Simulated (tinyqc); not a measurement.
Energy and delay of logic against supply voltage: two steps of the calculation.

One expression serves below and above threshold: I(Vg) = Ik [ln(1 + exp((Vg - VT + dd V)/(al nf Vt)))]^al, with I_on = I(V) and I_off = I(0). Gate delay td = kd C V/I_on, clock period LD td. Per gate and cycle the switching energy is act C V^2 and the leakage energy I_off V LD td. No short-circuit current, no variation. Minima are sought above 0.09 V; below a few Vt gates no longer switch and the model has no meaning.

Values chosen for this exercise; values of the order met in logic technologies:
- T = 358 K (temperature)
- VT = 0.34 V (threshold voltage at zero drain bias)
- nf = 1.38 (slope factor)
- dd = 0.07 (barrier lowering per volt of supply)
- Ik = 0.7 uA (specific current of a gate)
- al = 1.86 (exponent of the current law)
- C = 1.1 fF (load capacitance of a gate)
- kd = 1.1 (delay factor)
- LD = 60 (logic depth)
- act = 0.2 (activity factor)
- V = 0.73 V (supply voltage)

Constants: q = 1.602176634e-19 C, kB = 1.380649e-23 J/K, Vt = kB T/q. Results are converted to the units shown.

Problem 1. Currents, delay and energies. I_on, I_off, td, clock frequency 1/(LD td), both energies and their sum.

Give: I_on; I_off; td; clock frequency; switching energy; leakage energy; energy.

Solution 1.

I_on = 17.10 uA
I_off = 0.7719 nA
td = 51.65 ps
clock frequency = 0.3227 GHz
switching energy = 117.2 aJ
leakage energy = 1.746 aJ
energy = 119.0 aJ

I_on/I_off = 22200; leakage makes up 1.47 % of the energy.

Problem 2. New V. Minimum-energy supply: E(V) is the energy per gate and cycle; with h = 0.001 V, E' = (E(V + h) - E(V - h))/(2 h), E'' = (E(V - h) - 2 E(V) + E(V + h))/h^2, V(new) = V - E'/E''.

V after iteration 1 = 0.27672802 V

Find: E'; E''; V after iteration 2.

Solution 2.

E' = -22.842 aJ/V
E'' = 2334.4 aJ/V^2
V after iteration 2 = 0.28651 V

Program tinyqc, `OMP_NUM_THREADS=1 python tinyqc.py 2082126 2082127 out.jsonl`; Intel Xeon 2.30GHz, shared host, one thread, about 0.01 s.
